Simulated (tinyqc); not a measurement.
Thermal resistances of a two-die stack.

Problem. Heat leaves through the lower die only, and the system is linear. Find the resistance R1 from the lower die to the coolant, R2 between the dies, and the rise of the upper die when both are powered.

Values chosen for this exercise:
```
symbol  value  unit                 meaning
P1         15     W  power of the lower die
P2         19     W  power of the upper die
```

rises of the lower and upper die with only the lower one powered (K): 5.55  5.55
rises of the lower and upper die with only the upper one powered (K): 7.03  15.77

Solution. With only the lower die powered no heat crosses R2, so both dies rise by P1 R1; the difference in the second test is P2 R2; rises add.

R1 = 0.3700 K/W
R2 = 0.4600 K/W
rise of the upper die = 21.32 K

Program tinyqc, `OMP_NUM_THREADS=1 python tinyqc.py 2162095 2162096 out.jsonl`; Intel Xeon 2.30GHz, shared host, one thread, about 0.03 s.
